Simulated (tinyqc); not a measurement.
# Tunnelling through a gate dielectric, WKB transmission and Tsu-Esaki current: what changes with what

Electrons leave the emitter at x = 0. Energies E (motion across the layers) are in eV from the emitter Fermi level; the collector Fermi level lies at -V and offers states at every E. No charge in the dielectric and no image force: F1 = V/t1, U = phi1 - F1 x. With C = hbar^2/(2 m0), kappa = sqrt(m (U - E)/C) where U > E and 0 elsewhere; T(E) = exp(-S), S = 2 times the integral of kappa over x.

Parameters, values chosen for the exercise; dielectric values close to those of hafnium oxide:
```
symbol,value,unit,meaning
T,300,K,temperature
Ef,2.6,eV,Fermi energy of the emitter above its band bottom
me,0.85,m0,emitter mass in the supply function
phi1,1.52,eV,barrier of layer 1 above the emitter Fermi level at zero bias
m1,0.2,m0,tunnelling mass of layer 1
t1,4.3,nm,thickness of layer 1
V,2.6,V,voltage across the dielectric
```

Constants: q = 1.602176634e-19 C, kB = 1.380649e-23 J/K, hbar = 1.054571817e-34 J s, m0 = 9.1093837015e-31 kg, Vt = kB T/q, hbar^2/(2 m0) = 0.0380998212 eV nm^2. Results are converted to the units shown.

Each table varies one quantity; the others keep the values above.

## Effect of the barrier height

Each layer adds (2/F) sqrt(m/C) [G(u at its left edge) - G(u at its right edge)] to S, with u = U - E (0 where negative) and G(u) = (2/3) u^1.5. J = J0 times the integral of T(E) N(E) dE, N = ln[(1 + exp(-E/Vt))/(1 + exp((-E - V)/Vt))], J0 = q^2 me m0 kB T/(2 pi^2 hbar^3) (times 1e-4 for A/cm^2 per eV), from E = -Ef to far above the barrier (T = 1 there), by quadrature converged to the digits shown.

Result of one run:
```
phi1 (eV)  S at E = 0  T(E = 0)  J (A/cm^2)  mean E of the current (eV)
0.93            4.531   0.01077     2.507e6                     -0.2182
```

What becomes of these results when the barrier of layer 1 above the emitter Fermi level at zero bias phi1 is changed from 0.93 to 1.7 eV, all else the same?

Result of the changed run:
```
phi1 (eV)  S at E = 0  T(E = 0)  J (A/cm^2)  mean E of the current (eV)
1.7             11.20  1.369e-5        2006                     -0.1653
```

The whole series:
```
phi1 (eV)  S at E = 0  T(E = 0)  J (A/cm^2)  mean E of the current (eV)
0.8             3.615   0.02691     6.989e6                     -0.2310
0.93            4.531   0.01077     2.507e6                     -0.2182
1.06            5.514  0.004031     8.511e5                     -0.2069
1.19            6.559  0.001418     2.742e5                     -0.1967
1.31            7.575  5.130e-4     9.212e4                     -0.1883
1.44            8.730  1.616e-4     2.696e4                     -0.1799
1.57            9.939  4.826e-5        7525                     -0.1723
1.7             11.20  1.369e-5        2006                     -0.1653
```

J falls from 6.99e6 to 2010 A/cm^2, on average 3.94 decades for each eV, while S rises from 3.62 to 11.2, as phi1^(1.50) over the table (a flat barrier gives 0.5, a triangular one 1.5). V exceeds phi1 in every row, so all are in the Fowler-Nordheim regime. In 3 of the 8 rows S is below 6, where a WKB prefactor of 1 is a rough guess.

## Effect of the thickness t1 at fixed voltage

Same model as above.

Effect of the thickness t1 at fixed voltage:
```
t1 (nm)  S at E = 0  T(E = 0)  J (A/cm^2)  mean E of the current (eV)
2.6           5.725  0.003264     1.274e6                     -0.3007
3.19          7.024  8.904e-4     2.404e5                     -0.2434
3.77          8.301  2.483e-4     4.987e4                     -0.2034
4.36          9.600  6.773e-5     1.058e4                     -0.1723
4.94          10.88  1.889e-5        2391                     -0.1478
5.53          12.18  5.152e-6       543.3                     -0.1272
6.11          13.45  1.437e-6       129.8                     -0.1099
6.7           14.75  3.919e-7       30.93                    -0.09447
```

What does the comparison show?

J falls from 1.27e6 to 30.9 A/cm^2: 1.23 decades a nanometre between the first two rows and 1.06 between the last two. The exponent S alone gives dS/dt/ln 10 = 0.956 and 0.956. In 1 of the 8 rows S is below 6, where a WKB prefactor of 1 is a rough guess.

## Effect of the tunnelling mass m1

Same model as above.

Effect of the tunnelling mass m1:
```
m1 (m0)  S at E = 0  T(E = 0)  J (A/cm^2)  mean E of the current (eV)
0.12          7.334  6.531e-4     1.633e5                     -0.2325
0.15          8.199  2.748e-4     5.640e4                     -0.2062
0.2           9.468  7.730e-5     1.236e4                     -0.1751
0.25          10.59  2.528e-5        3348                     -0.1530
0.31          11.79  7.600e-6       844.0                     -0.1330
0.4           13.39  1.531e-6       139.3                     -0.1107
0.5           14.97  3.152e-7       24.36                    -0.09206
0.63          16.80  5.037e-8       3.337                    -0.07329
```

What does the table show?

J falls from 1.63e5 to 3.34 A/cm^2. S goes as m1^(0.50): kappa is proportional to the square root of the mass.

## Current against voltage

Same model as above.

Current against voltage:
```
V (V)  S at E = 0   T(E = 0)  J (A/cm^2)  mean E of the current (eV)
0.2         23.48  6.381e-11     0.01203                     -0.1912
0.59        21.75  3.564e-10     0.07476                     -0.2271
0.97        19.85   2.385e-9      0.4247                     -0.2105
1.36        17.48   2.556e-8       3.455                     -0.1758
1.75        14.07   7.780e-7       68.35                     -0.1164
2.14        11.50   1.010e-5        1168                     -0.1380
2.52        9.768   5.723e-5        8677                     -0.1688
2.91        8.459   2.119e-4     4.118e4                     -0.1991
3.3         7.460   5.759e-4     1.397e5                     -0.2282
```

J rises from 0.0120 to 1.40e5 A/cm^2, by 2.03 decades a volt between the first two rows and 1.36 between the last two. From V = 1.75 V on (among the rows) a band edge falls below the emitter Fermi level, so electrons at E = 0 no longer cross the full thickness.

Numbers from tinyqc (`OMP_NUM_THREADS=1 python tinyqc.py 2540017 2540018 out.jsonl`; about 0.03 s on one thread of a shared Intel Xeon 2.30GHz).
